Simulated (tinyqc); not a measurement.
Gaussian against the exact two-step profile: two-step dopant diffusion (predeposition and drive-in) with a constant diffusivity. Computed by tinyqc, a small Python program. Command: `OMP_NUM_THREADS=1 python tinyqc.py 3030217 3030218 out.jsonl dopdiff walk`. One thread of a shared host (Intel(R) Xeon(R) Processor @ 2.30GHz), about 0.08 s of CPU time with the checks.

Fick diffusion into a half space x > 0 whose background doping C_B is of the opposite type, so that a junction lies where C = C_B.

Inputs (values chosen for the exercise, modelled on boron in silicon):
```
quantity                        value    unit
prefactor D0                    0.948  cm^2/s
activation energy E              3.52      eV
surface concentration C_s     9.6e+18  1/cm^3
background doping C_B         1.2e+14  1/cm^3
predeposition temperature T1     1050       C
predeposition time t1              15     min
drive-in temperature T2          1200       C
drive-in time t2                  120     min
ramp rate                           8   C/min
stand-by temperature              800       C
```

Furnace ramps of the drive-in: linear ramps.

Constants: k_B = 8.617333262e-05 eV/K.

Method:
- D = D0 exp(-E/(k_B T)).
- Temperatures in kelvin are T(C) + 273.15.
- Times in seconds are 60 times the minutes.
- One ramp between the stand-by temperature and T2 adds int D dT / rate (40-point Gauss-Legendre); the usual estimate counts it as an extra time k_B T2^2/(E rate) at T2. (Dt)2 = D2 t2 + two ramps, times in seconds.
- C = C_s erfc(x/(2 sqrt(D1 t1))); dose Q = 2 C_s sqrt(D1 t1/pi); the junction solves erfc(z) = C_B/C_s with x_j = 2 z sqrt(D1 t1).
- With a sealed surface and a thin source, C = Q/sqrt(pi (Dt)2) exp(-x^2/(4 (Dt)2)); x_j = 2 sqrt((Dt)2 ln(C(0)/C_B)); gradient at the junction |dC/dx| = C_B x_j/(2 (Dt)2).
- Exact two-step profile: C = (2 C_s/pi) int_0^alpha exp(-beta (1 + u^2))/(1 + u^2) du with alpha = sqrt(D1 t1/(Dt)2), beta = x^2/(4 (D1 t1 + (Dt)2)).
- The integral takes 48 Gauss-Legendre points; solve C(x) = C_B.
- Gaussian: C = Q/sqrt(pi (Dt)2) exp(-x^2/(4 (Dt)2)).
- Depths are fractions of the Gaussian x_j.

surface concentration C(0) (Gaussian) = 4.27208e+17 1/cm^3

junction depth x_j = 4.72793 um

drive-in budget (Dt)2 = 6.83377e-09 cm^2

product D1 t1 = 3.33916e-11 cm^2

exact junction depth = 4.73517 um

Profiles:
```
x/x_j  x (um)  Gaussian (1/cm^3)  exact (1/cm^3)   ratio
0.0    0.0000         4.2721e+17      4.2651e+17  1.0016
0.2    0.9456         3.0802e+17      3.0785e+17  1.0006
0.4    1.8912         1.1545e+17      1.1576e+17  0.9974
0.6    2.8368         2.2496e+16      2.2676e+16  0.9921
0.8    3.7823         2.2788e+15      2.3141e+15  0.9847
1.0    4.7279         1.2000e+14      1.2303e+14  0.9753
1.2    5.6735         3.2850e+12      3.4079e+12  0.9639
```

What follows from these numbers?

With D1 t1/(Dt)2 = 0.0049, the Gaussian is 0.16 % high at the surface and 2.5 % low at its own junction; the exact junction lies at 4.735 um, 0.15 % deeper. The dose is the same, but the real source already has a width, which is negligible here. Caution: C_s exceeds the intrinsic carrier density of silicon at the predeposition temperature (2e18 to 1e19 per cm^3), where real diffusivities rise with concentration and profiles turn box-like.
